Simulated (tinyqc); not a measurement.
Adding salt: a particle near a wafer in liquid: double-layer and van der Waals forces (DLVO), deposition barrier and removal. Computed by tinyqc, a small Python program. Command: `OMP_NUM_THREADS=1 python tinyqc.py 3112973 3112974 out.jsonl dlvo walk`. One thread of a shared host (Intel(R) Xeon(R) Processor @ 2.30GHz), about 0.01 s of CPU time with the checks.

Sphere and flat wall, Derjaguin approximation, constant potentials in the linear-superposition form, no retardation and no hydration force.

Inputs (values chosen for the exercise, of the order of those for ceria on silica in water):

| quantity | value | unit |
|---|---|---|
| particle radius R | 420 | nm |
| Hamaker constant A | 1.6e-20 | J |
| potential of the particle psi_1 | -58 | mV |
| potential of the wafer psi_2 | -57 | mV |
| salt concentration c | 0.099 | mol/L |
| valence z of the symmetric salt | 1 | - |
| temperature T | 323 | K |
| dielectric constant of the liquid | 69.9 | - |

Constants: e = 1.602176634e-19 C; N_A = 6.02214076e+23 1/mol; eps_0 = 8.8541878128e-12 F/m; k_B = 1.380649e-23 J/K; k_B = 8.617333262e-05 eV/K.

Method:
- kappa^2 = 2 z^2 e^2 N_A (1000 c)/(eps eps_0 k_B T); gamma_i = tanh(z e psi_i/(4 k_B T)); Z = 64 pi eps eps_0 (k_B T/(z e))^2 gamma_1 gamma_2.
- The barrier height is zero when U = 0 and F = 0 together: kappa h = 1 and kappa = 6 Z/(e A), e = 2.718282 here; c follows from kappa^2, with the potentials held fixed.
- U(h) = Z R exp(-kappa h) - A R/(6 h); F(h) = -dU/dh = kappa Z R exp(-kappa h) - A R/(6 h^2), positive for repulsion.
- F = 0 reads x^2 exp(-x) = y with x = kappa h and y = A kappa/(6 Z); the left side peaks at x = 2 with 4/e^2 = 0.5413, so roots exist for smaller y: x < 2 is the barrier, x > 2 the secondary minimum.
- kappa scales as sqrt(c); potentials are held fixed. A dash marks rows without a maximum.

critical concentration = 0.803431 mol/L

kappa = 1.05308 1/nm

Z = 21.7462 pN

Against the concentration:

| c (mol/L) | Debye length (nm) | barrier at (nm) | barrier (k_B T) | minimum at (nm) | minimum (k_B T) |
|---|---|---|---|---|---|
| 8.03e-05 | 33.342 | 2.0863 | 1803.5 | 3.4217e+02 | -6.6246e-01 |
| 8.03e-04 | 10.544 | 1.2039 | 1618.5 | 9.2835e+01 | -2.3981e+00 |
| 8.03e-03 | 3.334 | 0.7114 | 1301.5 | 2.4242e+01 | -8.9353e+00 |
| 4.02e-02 | 1.490 | 0.5067 | 962.1 | 9.1214e+00 | -2.3036e+01 |
| 1.61e-01 | 0.745 | 0.3936 | 569.1 | 3.7512e+00 | -5.3662e+01 |
| 4.02e-01 | 0.471 | 0.3476 | 257.0 | 1.9939e+00 | -9.6190e+01 |
| 7.23e-01 | 0.351 | 0.3338 | 39.7 | 1.2765e+00 | -1.4259e+02 |
| 1.21e+00 | 0.272 | 0.3434 | -152.9 | 8.0869e-01 | -2.0625e+02 |
| 2.41e+00 | 0.192 | - | - | - | - |

At low salt the barrier tends to Z R = 2050 k_B T; it is half of that between 0.0080 and 0.040 mol/L and changes sign at 0.80 mol/L, while the secondary minimum deepens to -140 k_B T at 0.9 of that.

Extremes, crossings and ranges named in words are read from the listed rows.
